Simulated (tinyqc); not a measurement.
Crystal pulling from the melt: segregation, interface stability, heat balance and point-defect regime: one step, computed by the program tinyqc.

A dilute solute; steady pulling with a flat interface unless it is found unstable.

Question. Boundary layer and effective coefficient. delta = 1.61 D^(1/3) nu^(1/6) omega^(-1/2), omega = 2 pi rpm/60; k_eff = k0/[k0 + (1 - k0) exp(-V delta/D)] (Burton, Prim and Slichter); the melt at the interface is enriched by k_eff/k0.

Inputs (values chosen for the exercise, modelled on boron in silicon):
```
quantity,value,unit
equilibrium coefficient k0,0.82,-
diffusivity in the melt D,0.00011,cm^2/s
kinematic viscosity nu,0.004,cm^2/s
crystal rotation,8,rpm
pull rate V,1.5,mm/min
```

Give: boundary layer delta; V delta/D; k_eff; enrichment at the interface.

Answer.

boundary layer delta = 335.8 micrometre

V delta/D = 0.7632

k_eff = 0.9072

enrichment at the interface = 1.106

k_eff has moved 48.4 % of the way from k0 to 1. A 10 % ripple of V gives striations of 0.71 % in C_s, since d ln k_eff/d ln V = (1 - k_eff) V delta/D.
